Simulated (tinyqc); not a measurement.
Wafer bonding and layer transfer: bond energy, gap closing, particles, bonding of dissimilar wafers and hydrogen blisters: one step, computed by the program tinyqc. Command: `OMP_NUM_THREADS=1 python tinyqc.py 3002233 3002234 out.jsonl bond walk`. One thread of a shared host (Intel(R) Xeon(R) Processor @ 2.30GHz), about 0.01 s of CPU time with the checks.

gamma is the energy per area of each of the two surfaces; plates are isotropic, and both wafers have E1 and t1.

Problem. Blistering after hydrogen implantation. A flat crack of radius r under a layer of thickness d, as a clamped plate: centre height w = 3 p r^4/(16 E' d^3), volume pi r^2 w/3, energy release G = 3 p^2 r^4/(32 E' d^3), E' = E1/(1 - nu^2). It grows when G = 2 gamma_s. The gas comes from the area pi r^2: p V = (dose x share/2) pi r^2 k_B T, and G = p w/2 = (3/2) N k_B T with N the H2 molecules per area. Share needed: G = 2 gamma_s. The pressure and height at growth are given for r = 10 d.

Inputs (values chosen for the exercise, for model wafers):
```
quantity                                      value        unit
Young's modulus E1                              133         GPa
Poisson ratio nu                                0.2           -
implant depth d                                 1.9  micrometre
hydrogen dose                                   6.9   1e16/cm^2
share of the dose released as H2               0.39           -
surface energy of the weakened plane gamma_s   0.94       J/m^2
anneal temperature T                            775           K
```

Constants: k_B = 1.380649e-23 J/K.

Give: energy release G; share of the dose needed; pressure at growth; height at growth.

Solution.

energy release G = 2.160 J/m^2

share of the dose needed = 0.3395

pressure at growth = 12.09 MPa

height at growth = 310.9 nm

The released gas suffices: cracks grow, as blisters under a free surface or as a split under a bonded stiffener. In this plate limit G depends on neither r nor d.
